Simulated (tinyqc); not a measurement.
Wannier function of the lower band of a two-orbital chain, step by step. Values are carried at full precision from step to step, so a last printed digit may differ when a step is redone from the rounded ones.

H(k) = [[-d/2 - 2 ta cos k, -t1 - t2 exp(-ik)], [-t1 - t2 exp(ik), d/2 - 2 tb cos k]], k in 1/a, Bloch sums with exp(ikR) and without the positions inside the cell. Mesh k_j = 2 pi j/N. Projection gauge: each lower eigenvector u is multiplied by the phase that makes <trial|u> real and positive (the one-band case of Loewdin orthogonalisation). Wannier amplitudes w(R) = (1/N) sum_k exp(ikR) u(k); hoppings H(R) = (1/N) sum_k exp(-ikR) E(k).

Values chosen for the exercise: d = -0.8 eV (A at -d/2, B at +d/2); t1 = 1.09 eV (A-B in the cell); t2 = 1.76 eV (B to A of the next cell); ta = -0.28 eV (A-A between cells); tb = -0.19 eV (B-B between cells); N = 5 (k points); th = 20 degrees (trial orbital cos(th) A + sin(th) B in cell 0); xb = 0.48 a (position of B (A at 0)); a = 4.7 angstrom (period); kq = 0.66 1/a (point off the mesh).

## Bloch states in the projection gauge

Diagonalise at each mesh point and fix the phase.

Mesh:
```
j,E lower (eV),E upper (eV),u_A,u_B,|<trial|u>|
0,-2.4218,3.3618,0.64442,0.76467,0.8671
1,-2.2327,2.5231,0.62275-0.14909i,0.64974+0.40962i,0.8074
2,-1.5155,0.7550,0.52306-0.28688i,0.15116+0.78820i,0.5432
3,-1.5155,0.7550,0.52306+0.28688i,0.15116-0.78820i,0.5432
4,-2.2327,2.5231,0.62275+0.14909i,0.64974-0.40962i,0.8074
```

The projection is smallest at j = 2 and 3 (0.5432); the gauge is smooth as long as it stays away from zero.

## The Wannier function

w(R) = (1/N) sum_j exp(2 pi i j R/N) u_j, for the N cells nearest the origin; it is real.

Amplitudes:
```
R,on A,on B
-2,0.0661,-0.2422
-1,-0.0876,0.5255
0,0.5872,0.4733
1,0.1608,-0.1568
2,-0.0821,0.1649
```

norm = 1.0000

Cell 0 holds 56.9 % of the weight.

## Centre and spread in real space

Point-like orbitals at R (A) and R + xb (B): centre <x>, spread <x^2> - <x>^2.

centre in units of a = 0.002
centre in angstrom = 0.007
spread = 12.388 angstrom^2

## The same from overlaps (Marzari-Vanderbilt)

b = 2 pi/N; M_j = u_j^+ diag(1, exp(-i b xb)) u_(j+1), with u_N = u_0. Centre = -(1/2 pi) sum arg M_j; gauge-invariant part Omega_I = (1/(N b^2)) sum (1 - |M_j|^2); gauge-dependent part Omega_D = (1/(N b^2)) sum (arg M_j + b centre)^2.

Overlaps:
```
j,|M_j|,arg M_j (rad)
0,0.9954,-0.1208
1,0.9712,0.0322
2,0.6223,2.3487
3,0.9712,0.0322
4,0.9954,-0.1208
```

centre from overlaps = -0.346 a
Omega_I = 0.0943 a^2
Omega_D = 0.5832 a^2

The centre is the Berry phase over 2 pi and does not depend on the trial orbital (modulo a). Omega_D is 86.1 % of the total; in one dimension a gauge that spreads the phase evenly removes it. The total is 0.6775 a^2, against 1.1568 a^2 (centre -0.340 a) in real space on 96 cells. The overlaps are finite differences in k, which are coarse on this mesh, and the function does not fit into N cells.

## Hoppings and interpolation

H(R) = (1/N) sum_j E_j cos(2 pi j R/N) for R = 0 to N/2. Interpolation: E(k) = H(0) + 2 sum H(R) cos(kR), the term R = N/2 of an even mesh counted once.

H(0), H(1), ... (eV): -1.9836  -0.2699  0.0508

interpolated E(kq) = -2.3849 eV

The exact value is -2.3744 eV; the interpolation is off by -10.5 meV. Though the chain has short hoppings, the single band has longer ones, made by paths through the other orbital, which the tails of the Wannier function carry.

## Checks

- Centre from overlaps against the real-space centre on 200 points: both -0.3400.
- Omega_I + Omega_D against the real-space spread on 200 points: both 1.16.

tinyqc: `OMP_NUM_THREADS=1 python tinyqc.py 1451248 1451249 out.jsonl`; about 0.1 s, one thread, shared Intel(R) Xeon(R) Processor @ 2.30GHz.
